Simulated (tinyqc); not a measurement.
Oxide trap near a transistor channel: two-state multiphonon kinetics, telegraph noise and bias instability: one step, computed by the program tinyqc.

An n-channel device under positive gate bias. The trap is empty (state 1) or holds an electron (state 2); both states are parabolas of equal curvature, and the electron reservoir is taken at the Fermi level of the channel.

Problem. Step height and noise. Charge-sheet step dV = e (t_ox - x)/(eps_ox eps_0 W L); Lorentzian spectrum S(f) = 4 dV^2 tau_0^2/((tau_c + tau_e)(1 + (2 pi f tau_0)^2)); corner 1/(2 pi tau_0); variance dV^2 f_2 (1 - f_2) = dV^2 tau_0/(tau_c + tau_e).

Inputs (values chosen for the exercise, with an insulator like SiO2 on silicon):
```
quantity                         value  unit
insulator constant eps_ox         3.82     -
insulator thickness t_ox           4.6    nm
trap depth x from the interface      1    nm
temperature T                      450     K
channel width W                    240    nm
channel length L                    55    nm
frequency f                      10000    Hz
```

Parts treated: one trap and an ensemble.

tau_0 = 2.754158e-04 s

capture time tau_c = 0.001275333 s

emission time tau_e = 3.512759e-04 s

Constants: e = 1.602176634e-19 C; eps_0 = 8.8541878128e-12 F/m.

Give: threshold step dV; corner frequency; S(f); root-mean-square noise.

Solution.

threshold step dV = 1.292 mV

corner frequency = 577.9 Hz

S(f) = 1.036e-12 V^2/Hz

root-mean-square noise = 0.5316 mV

f lies above the corner, on the 1/f^2 tail. Random dopants and current percolation, left out here, spread real steps around this value.
